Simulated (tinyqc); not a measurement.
Where in the gap a trap does harm: carrier lifetime from Shockley-Read-Hall, radiative, Auger and surface recombination. Computed by tinyqc, a small Python program. Command: `OMP_NUM_THREADS=1 python tinyqc.py 3028894 3028895 out.jsonl lifetime walk`. One thread of a shared host (Intel(R) Xeon(R) Processor @ 2.30GHz), about 0.03 s of CPU time with the checks.

Energies are counted from the top of the valence band. Boltzmann statistics, full ionisation, and equal excess densities of electrons and holes.

Inputs (values chosen for the exercise, for a model semiconductor):
```
quantity                          value   unit
gap E_g                            2.58     eV
electron mass m_e                  0.15    m_0
valleys M_c                           1      -
hole mass m_h                     0.589    m_0
temperature T                       350      K
doping N                        2.6e+14  cm^-3
trap level E_t                     1.47     eV
trap density N_t                8.7e+11  cm^-3
electron cross-section sigma_n  9.2e-15   cm^2
hole cross-section sigma_p      1.1e-15   cm^2
```

Doping: n-type. Surface term: two equal surfaces.

Constants: m_0 = 9.1093837015e-31 kg; k_B = 1.380649e-23 J/K; h = 6.62607015e-34 J s; k_B = 8.617333262e-05 eV/K.

Method:
- N_c = 2 M_c (2 pi m_e k_B T/h^2)^(3/2) and N_v = 2 (2 pi m_h k_B T/h^2)^(3/2), masses in units of m_0.
- n_i = sqrt(N_c N_v) exp(-E_g/2 k_B T); majority density N/2 + sqrt(N^2/4 + n_i^2), minority density n_i^2 over it.
- v = sqrt(3 k_B T/m) with m_e or m_h; tau_n0 = 1/(sigma_n v_n N_t), tau_p0 = 1/(sigma_p v_p N_t); n1 = N_c exp(-(E_g - E_t)/k_B T), p1 = N_v exp(-E_t/k_B T).
- Low injection: tau = [tau_p0 (n_0 + n1) + tau_n0 (p_0 + p1)]/(n_0 + p_0). Depleted region (n = p = 0): generation lifetime tau_g = (tau_p0 n1 + tau_n0 p1)/n_i. n1 = N_c exp(-(E_g - E_t)/k_B T), p1 = N_v exp(-E_t/k_B T).

tau_p0 = 6.35702e-05 s

n_0 = 2.60e+14 cm^-3

N_c = 1.83708e+18 cm^-3

tau_n0 = 3.83572e-06 s

p_0 = 7.14424e-15 cm^-3

N_v = 1.42944e+19 cm^-3

n_i = 1.36290 cm^-3

The same trap at other energies:
```
E_t (eV)  SRH lifetime (s)  generation lifetime (s)
0.155            0.0012999               2.3586e+11
0.387            0.0000641               1.0764e+08
0.645            0.0000636               2.0747e+04
0.903            0.0000636               3.9987e+00
1.161            0.0000636               7.7101e-04
1.290            0.0000636               3.3489e-05
1.419            0.0000636               1.6417e-03
1.677            0.0000636               8.5171e+00
1.935            0.0000636               4.4190e+04
2.193            0.0000648               2.2928e+08
2.425            0.0026969               5.0236e+11
```

The SRH lifetime (other channels left aside) stays within 10 % of its least value, among these rows, from E_t = 0.387 to 2.193 eV. The generation lifetime has a sharp minimum, among these rows at 1.29 eV and exactly at 1.279 eV, where tau_p0 n1 = tau_n0 p1, since generation needs two thermal jumps and the larger one rules.

Extremes, crossings and ranges named in words are read from the listed rows.
